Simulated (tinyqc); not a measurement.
Inside a calculation. Method: Hueckel theory of the pi electrons with the omega technique, for the molecule c1ccc2cccc-2cc1 (SMILES; centres numbered as the heavy atoms are written). One step of it, computed by the program tinyqc.

Task: Orbitals, round 2. Diagonalise; E = alpha + x beta with beta < 0, so the largest x are filled first; degenerate levels share their electrons. P = sum n_i c_ri c_si; each orbital has its largest coefficient positive (the first on a tie).

matrix after round 1, order 1C, 2C, 3C, 4C, 5C, 6C, 7C, 8C, 9C, 10C:
```
[[0.090999, 1.000000, 0.000000, 0.000000, 0.000000, 0.000000, 0.000000, 0.000000, 0.000000, 1.000000],
 [1.000000, 0.009487, 1.000000, 0.000000, 0.000000, 0.000000, 0.000000, 0.000000, 0.000000, 0.000000],
 [0.000000, 1.000000, 0.101538, 1.000000, 0.000000, 0.000000, 0.000000, 0.000000, 0.000000, 0.000000],
 [0.000000, 0.000000, 1.000000, -0.019199, 1.000000, 0.000000, 0.000000, 1.000000, 0.000000, 0.000000],
 [0.000000, 0.000000, 0.000000, 1.000000, -0.121016, 1.000000, 0.000000, 0.000000, 0.000000, 0.000000],
 [0.000000, 0.000000, 0.000000, 0.000000, 1.000000, -0.032620, 1.000000, 0.000000, 0.000000, 0.000000],
 [0.000000, 0.000000, 0.000000, 0.000000, 0.000000, 1.000000, -0.121016, 1.000000, 0.000000, 0.000000],
 [0.000000, 0.000000, 0.000000, 1.000000, 0.000000, 0.000000, 1.000000, -0.019199, 1.000000, 0.000000],
 [0.000000, 0.000000, 0.000000, 0.000000, 0.000000, 0.000000, 0.000000, 1.000000, 0.101538, 1.000000],
 [1.000000, 0.000000, 0.000000, 0.000000, 0.000000, 0.000000, 0.000000, 0.000000, 1.000000, 0.009487]]
```

pi electrons, sum of z_r less the charge = 10

Give: x values; occupations; coefficients; charge and bond-order matrix P.

Result:

x values: [2.2990, 1.6647, 1.3941, 0.8770, 0.4095, -0.3405, -0.7308, -1.6113, -1.8597, -2.1020]

occupations: [2.0000, 2.0000, 2.0000, 2.0000, 2.0000, 0.0000, 0.0000, 0.0000, 0.0000, 0.0000]

coefficients, order 1C, 2C, 3C, 4C, 5C, 6C, 7C, 8C, 9C, 10C:
```
[[0.2044, 0.5326, 0.0000, 0.3607, 0.0000, 0.4988, 0.0000, 0.4172, -0.3487, 0.0000],
 [0.2256, 0.4191, 0.3621, 0.1417, -0.3276, -0.1076, 0.4889, -0.3551, 0.3401, 0.1501],
 [0.3122, 0.1611, 0.5014, -0.2377, -0.1310, -0.4611, -0.3619, 0.1583, -0.2871, -0.3169],
 [0.4604, -0.1673, 0.2860, -0.3261, 0.2872, 0.3114, -0.1877, 0.0839, 0.2229, 0.5482],
 [0.2947, -0.2755, 0.1888, 0.2716, 0.5413, 0.0496, 0.3078, -0.3759, -0.3460, -0.2767],
 [0.2528, -0.3246, 0.0000, 0.5971, 0.0000, -0.3223, 0.0000, 0.4763, 0.3788, 0.0000],
 [0.2947, -0.2755, -0.1888, 0.2716, -0.5413, 0.0496, -0.3078, -0.3759, -0.3460, 0.2767],
 [0.4604, -0.1673, -0.2860, -0.3261, -0.2872, 0.3114, 0.1877, 0.0839, 0.2229, -0.5482],
 [0.3122, 0.1611, -0.5014, -0.2377, 0.1310, -0.4611, 0.3619, 0.1583, -0.2871, 0.3169],
 [0.2256, 0.4191, -0.3621, 0.1417, 0.3276, -0.1076, -0.4889, -0.3551, 0.3401, -0.1501]]
```

charge and bond-order matrix P, order 1C, 2C, 3C, 4C, 5C, 6C, 7C, 8C, 9C, 10C:
```
[[0.9111, 0.6409, 0.1277, -0.2253, 0.0229, 0.1883, 0.0229, -0.2253, 0.1277, 0.6409],
 [0.6409, 0.9701, 0.6575, -0.0060, -0.2389, 0.0113, 0.1970, -0.0439, -0.2405, 0.0164],
 [0.1277, 0.6575, 0.8970, 0.6001, 0.0136, -0.2306, -0.0813, 0.1770, -0.1774, -0.2405],
 [-0.2253, -0.0060, 0.6001, 1.0211, 0.6054, -0.0480, -0.2325, 0.3640, 0.1770, -0.0439],
 [0.0229, -0.2389, 0.0136, 0.6054, 1.1304, 0.6522, -0.1844, -0.2325, -0.0813, 0.1970],
 [0.1883, 0.0113, -0.2306, -0.0480, 0.6522, 1.0516, 0.6522, -0.0480, -0.2306, 0.0113],
 [0.0229, 0.1970, -0.0813, -0.2325, -0.1844, 0.6522, 1.1304, 0.6054, 0.0136, -0.2389],
 [-0.2253, -0.0439, 0.1770, 0.3640, -0.2325, -0.0480, 0.6054, 1.0211, 0.6001, -0.0060],
 [0.1277, -0.2405, -0.1774, 0.1770, -0.0813, -0.2306, 0.0136, 0.6001, 0.8970, 0.6575],
 [0.6409, 0.0164, -0.2405, -0.0439, 0.1970, 0.0113, -0.2389, -0.0060, 0.6575, 0.9701]]
```
